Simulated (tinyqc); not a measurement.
Worked calculation: Franz-Keldysh effect at a direct gap. Values are carried at full precision from step to step, so a last printed digit may differ when a step is redone from the rounded ones.

Parabolic bands, vertical transitions, no excitons. For each hole band j: mr = me mj/(me + mj); joint density of states J_j(E) = (mr/c)^(3/2) sqrt(E - Eg)/(2 pi^2), both spins, c = hbar^2/2m0; averaged matrix element |e.p|^2 = m0 Ep/6; alpha_j(E) = 4 pi^2 alpha_f c Ep J_j/(3 nr E) in 1/angstrom (alpha_f the fine-structure constant, listed as alpha among the constants), times 1e8 for 1/cm.

In a field Fd (1 kV/cm = 1e-5 V/angstrom) the electro-optic energy of band j is th = (c (e Fd)^2/mr)^(1/3), and sqrt(E - Eg) in J_j is replaced by pi sqrt(th) [Ai'(b)^2 - b Ai(b)^2] with b = (Eg - E)/th; Ai is the Airy function.

Constants: hbar^2/2m0 = 3.80998211 eV angstrom^2; fine-structure constant alpha = 0.007297352564.

Inputs chosen for the exercise (near those of GaAs; shifted at random, so the results belong to these values and not to a real crystal): Eg = 1.387 eV (direct gap); me = 0.0651 m0 (electron mass); mhh = 0.491 m0 (heavy-hole mass); mlh = 0.0826 m0 (light-hole mass); Ep = 25.9 eV (Kane energy); nr = 3.61 (refractive index); Fd = 110 kV/cm (uniform field); E = 1.304 eV (photon energy); L = 58 micrometre (length of a waveguide).

## Electro-optic energy and length

For each hole band give mr, th and the length th/(e Fd).

Scales:
```
hole   mr (m0)  th (meV)  length (angstrom)
heavy  0.05748    43.125               39.2
light  0.03641    50.216               45.7
```

The light-hole pair has th larger by a factor 1.164, the cube root of the ratio of reduced masses.

## Airy factors at E

Ai is the Airy function, th the electro-optic energy of each hole band from the table (its other columns are not needed here), b = (Eg - E)/th with th in eV; the factor takes the place of sqrt(E - Eg) in the joint density of states.

Form b, Ai(b), Ai'(b) and the factor pi sqrt(th) [Ai'^2 - b Ai^2] for each band, beside sqrt(E - Eg) (zero below the gap).

Factors:
```
hole        b    Ai(b)    Ai'(b)  factor (eV^(1/2))  without field
heavy  1.9246  0.03913  -0.05856          0.0003148         0.0000
light  1.6529  0.05808  -0.08181          0.0007876         0.0000
```

## Absorption with and without the field

Put the factors in place of sqrt(E - Eg) in alpha_j and add the bands; a waveguide of length L changes its transmission by 4.343 (alpha(F) - alpha(0)) L dB.

alpha_j in the field (1/cm): heavy 5.95, light 7.50

alpha(F) = 13.5 1/cm
alpha(0) = 0 1/cm
change of loss = 0.339 dB

Below the gap the field opens a tail where this model has no absorption; excitons and band tails absorb within some 10 to 20 meV of a real edge. Excitons, which add a sharp peak at low field, are left out.

## Checks

- Airy factor at b = -40 against the zero-field limit sqrt(-b): 6.33 against 6.32.

tinyqc: `OMP_NUM_THREADS=1 python tinyqc.py 1682734 1682735 out.jsonl`; about 0.01 s, one thread, shared Intel(R) Xeon(R) Processor @ 2.30GHz.
